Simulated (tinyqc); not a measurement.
Inside a calculation. Method: RHF in the sto-3g basis, for B+, spin multiplicity 1. Computed by tinyqc, a small Python program that keeps every step (integrals from PySCF). Settings: charge = 1, multiplicity = 1, basis = sto-3g, energy threshold = 1e-09, iteration cap = 74, orthogonalisation = symmetric, start = core, DIIS depth = 3, method = RHF. Command: `OMP_NUM_THREADS=1 python tinyqc.py 26852 26853 out.jsonl` (the two numbers bound the seeds that draw the settings). One thread of a shared host (Intel(R) Xeon(R) Processor @ 2.60GHz), about 0.04 s of CPU time with the checks. Later iterations appear only in the table of the cycle.

## One-electron integrals

Geometry (angstrom):
```
atom,x,y,z
B,0.0000,0.0000,0.0000
```

Basis sto-3g: exponents (1/bohr^2) and contraction coefficients of normalised primitives:
```
element,l (shell),exponent,coefficient
B,s (1),48.7911,0.1543
B,s (1),8.8874,0.5353
B,s (1),2.4053,0.4446
B,s (2),2.2370,-0.1000
B,s (2),0.5198,0.3995
B,s (2),0.1691,0.7001
B,p (3),2.2370,0.1559
B,p (3),0.5198,0.6077
B,p (3),0.1691,0.3920
```

Overlap, kinetic and nuclear-attraction integrals over the contracted functions; the nuclear repulsion is the sum of Za Zb / Rab.

nuclear repulsion = 0 hartree

overlap S, lower triangle:
```
,1B 1s,1B 2s,1B 2px,1B 2py,1B 2pz
1B 1s,1.0000
1B 2s,0.2693,1.0000
1B 2px,0.0000,0.0000,1.0000
1B 2py,0.0000,0.0000,0.0000,1.0000
1B 2pz,0.0000,0.0000,0.0000,0.0000,1.0000
```

kinetic energy T (hartree), lower triangle:
```
,1B 1s,1B 2s,1B 2px,1B 2py,1B 2pz
1B 1s,10.8263
1B 2s,-0.0480,0.3592
1B 2px,0.0000,0.0000,1.1239
1B 2py,0.0000,0.0000,0.0000,1.1239
1B 2pz,0.0000,0.0000,0.0000,0.0000,1.1239
```

nuclear attraction V (hartree), lower triangle:
```
,1B 1s,1B 2s,1B 2px,1B 2py,1B 2pz
1B 1s,-23.1474
1B 2s,-3.1394,-3.7716
1B 2px,0.0000,0.0000,-3.7414
1B 2py,0.0000,0.0000,0.0000,-3.7414
1B 2pz,0.0000,0.0000,0.0000,0.0000,-3.7414
```

core Hamiltonian H = T + V (hartree), lower triangle:
```
,1B 1s,1B 2s,1B 2px,1B 2py,1B 2pz
1B 1s,-12.3211
1B 2s,-3.1873,-3.4125
1B 2px,0.0000,0.0000,-2.6176
1B 2py,0.0000,0.0000,0.0000,-2.6176
1B 2pz,0.0000,0.0000,0.0000,0.0000,-2.6176
```

## Two-electron integrals

Functions are numbered as in S; the eight-fold symmetry (ij|kl) = (ji|kl) = (kl|ij) leaves the list below.

Two-electron integrals (ij|kl) in chemists' order, unique and non-zero (hartree):
```
i,j,k,l,(ij|kl)
1,1,1,1,2.9235
2,1,1,1,0.5184
2,1,2,1,0.1093
2,2,1,1,0.7442
2,2,2,1,0.1932
2,2,2,2,0.5448
3,1,3,1,0.0203
3,2,3,1,0.0300
3,2,3,2,0.1203
3,3,1,1,0.7425
3,3,2,1,0.1932
3,3,2,2,0.5447
3,3,3,3,0.5868
4,1,4,1,0.0203
4,2,4,1,0.0300
4,2,4,2,0.1203
4,3,4,3,0.0316
4,4,1,1,0.7425
4,4,2,1,0.1932
4,4,2,2,0.5447
4,4,3,3,0.5235
4,4,4,4,0.5868
5,1,5,1,0.0203
5,2,5,1,0.0300
5,2,5,2,0.1203
5,3,5,3,0.0316
5,4,5,4,0.0316
5,5,1,1,0.7425
5,5,2,1,0.1932
5,5,2,2,0.5447
5,5,3,3,0.5235
5,5,4,4,0.5235
5,5,5,5,0.5868
```

## Orthogonalisation

S = U s U^T; symmetric (Loewdin) form X = U s^(-1/2) U^T, so that X^T S X = 1.

eigenvalues of S: 0.7307  1.0000  1.0000  1.0000  1.2693

X, lower triangle:
```
,1B 1s,1B 2s,1B 2px,1B 2py,1B 2pz
1B 1s,1.0287
1B 2s,-0.1411,1.0287
1B 2px,0.0000,0.0000,1.0000
1B 2py,0.0000,0.0000,0.0000,1.0000
1B 2pz,0.0000,0.0000,0.0000,0.0000,1.0000
```

## Starting guess

The start is the orbitals of the core Hamiltonian; D = 2 C_occ C_occ^T.

D at the start, lower triangle:
```
,1B 1s,1B 2s,1B 2px,1B 2py,1B 2pz
1B 1s,2.1564
1B 2s,-0.5808,2.1564
1B 2px,0.0000,0.0000,0.0000
1B 2py,0.0000,0.0000,0.0000,0.0000
1B 2pz,0.0000,0.0000,0.0000,0.0000,0.0000
```

## Iteration 1: building the Fock matrix

J_ij = sum D_kl (ij|kl), K_ij = sum D_kl (ik|jl); F = H + J - 0.5 K; E = tr D H + tr D J / 2 - 0.25 tr D K + E_nn.

Coulomb J (hartree), lower triangle:
```
,1B 1s,1B 2s,1B 2px,1B 2py,1B 2pz
1B 1s,7.3071
1B 2s,1.4075,2.5553
1B 2px,0.0000,0.0000,2.5512
1B 2py,0.0000,0.0000,0.0000,2.5512
1B 2pz,0.0000,0.0000,0.0000,0.0000,2.5512
```

exchange K (hartree), lower triangle:
```
,1B 1s,1B 2s,1B 2px,1B 2py,1B 2pz
1B 1s,5.9378
1B 2s,1.0387,1.1861
1B 2px,0.0000,0.0000,0.2684
1B 2py,0.0000,0.0000,0.0000,0.2684
1B 2pz,0.0000,0.0000,0.0000,0.0000,0.2684
```

Fock matrix F (hartree), lower triangle:
```
,1B 1s,1B 2s,1B 2px,1B 2py,1B 2pz
1B 1s,-7.9829
1B 2s,-2.2992,-1.4502
1B 2px,0.0000,0.0000,-0.2005
1B 2py,0.0000,0.0000,0.0000,-0.2005
1B 2pz,0.0000,0.0000,0.0000,0.0000,-0.2005
```

total energy of this density = -23.948470 hartree

## Iteration 1: diagonalisation and new density

Diagonalise F' = X^T F X, C = X C', fill 2 alpha and 2 beta electrons from the bottom; D = 2 C_occ C_occ^T. Each column has its largest component positive (the first on a tie).

F' = X^T F X (hartree), lower triangle:
```
,1,2,3,4,5
1,-7.8095
2,-1.1094,-1.0261
3,0.0000,0.0000,-0.2005
4,0.0000,0.0000,0.0000,-0.2005
5,0.0000,0.0000,0.0000,0.0000,-0.2005
```

orbital energies (hartree): MO1 -7.9863, MO2 -0.8493, MO3 -0.2005, MO4 -0.2005, MO5 -0.2005

coefficients C:
```
,MO1,MO2,MO3,MO4,MO5
1B 1s,0.9937,-0.3013,0.0000,0.0000,0.0000
1B 2s,0.0225,1.0381,0.0000,0.0000,0.0000
1B 2px,0.0000,0.0000,1.0000,0.0000,0.0000
1B 2py,0.0000,0.0000,0.0000,1.0000,0.0000
1B 2pz,0.0000,0.0000,0.0000,0.0000,1.0000
```

D after iteration 1, lower triangle:
```
,1B 1s,1B 2s,1B 2px,1B 2py,1B 2pz
1B 1s,2.1564
1B 2s,-0.5808,2.1564
1B 2px,0.0000,0.0000,0.0000
1B 2py,0.0000,0.0000,0.0000,0.0000
1B 2pz,0.0000,0.0000,0.0000,0.0000,0.0000
```

Within a degenerate level the vectors are fixed only up to a rotation; this is one choice.

## Iteration 2: building the Fock matrix

As before.

Coulomb J (hartree), lower triangle:
```
,1B 1s,1B 2s,1B 2px,1B 2py,1B 2pz
1B 1s,7.3071
1B 2s,1.4075,2.5553
1B 2px,0.0000,0.0000,2.5512
1B 2py,0.0000,0.0000,0.0000,2.5512
1B 2pz,0.0000,0.0000,0.0000,0.0000,2.5512
```

exchange K (hartree), lower triangle:
```
,1B 1s,1B 2s,1B 2px,1B 2py,1B 2pz
1B 1s,5.9378
1B 2s,1.0387,1.1861
1B 2px,0.0000,0.0000,0.2684
1B 2py,0.0000,0.0000,0.0000,0.2684
1B 2pz,0.0000,0.0000,0.0000,0.0000,0.2684
```

Fock matrix F (hartree), lower triangle:
```
,1B 1s,1B 2s,1B 2px,1B 2py,1B 2pz
1B 1s,-7.9829
1B 2s,-2.2992,-1.4502
1B 2px,0.0000,0.0000,-0.2005
1B 2py,0.0000,0.0000,0.0000,-0.2005
1B 2pz,0.0000,0.0000,0.0000,0.0000,-0.2005
```

total energy of this density = -23.948470 hartree

## Iteration 2 (converged): orbitals

As before.

F' = X^T F X (hartree), lower triangle:
```
,1,2,3,4,5
1,-7.8095
2,-1.1094,-1.0261
3,0.0000,0.0000,-0.2005
4,0.0000,0.0000,0.0000,-0.2005
5,0.0000,0.0000,0.0000,0.0000,-0.2005
```

orbital energies (hartree): MO1 -7.9863, MO2 -0.8493, MO3 -0.2005, MO4 -0.2005, MO5 -0.2005

coefficients C:
```
,MO1,MO2,MO3,MO4,MO5
1B 1s,0.9937,-0.3013,0.0000,0.0000,0.0000
1B 2s,0.0225,1.0381,0.0000,0.0000,0.0000
1B 2px,0.0000,0.0000,1.0000,0.0000,0.0000
1B 2py,0.0000,0.0000,0.0000,1.0000,0.0000
1B 2pz,0.0000,0.0000,0.0000,0.0000,1.0000
```

D after iteration 2, lower triangle:
```
,1B 1s,1B 2s,1B 2px,1B 2py,1B 2pz
1B 1s,2.1564
1B 2s,-0.5808,2.1564
1B 2px,0.0000,0.0000,0.0000
1B 2py,0.0000,0.0000,0.0000,0.0000
1B 2pz,0.0000,0.0000,0.0000,0.0000,0.0000
```

Within a degenerate level the vectors are fixed only up to a rotation; this is one choice.

## Convergence

Stop when the energy changes by less than 1e-09 hartree and every element of the error matrix X^T (F D S - S D F) X is below 9e-06.

Course of the cycle:
```
iteration,E (hartree),change,largest element of the error matrix
1,-23.948470,-,1.87e-15
2,-23.948470,1.42e-14,0.0000
```

PySCF RHF in the same basis = -23.948470 hartree

Converged in 2 iterations.

## Populations

Mulliken: Z minus the diagonal of D S on the atom; Loewdin: the same with S^(1/2) D S^(1/2).

Charges (e):
```
atom,Mulliken,Loewdin
1B,1.0000,1.0000
```
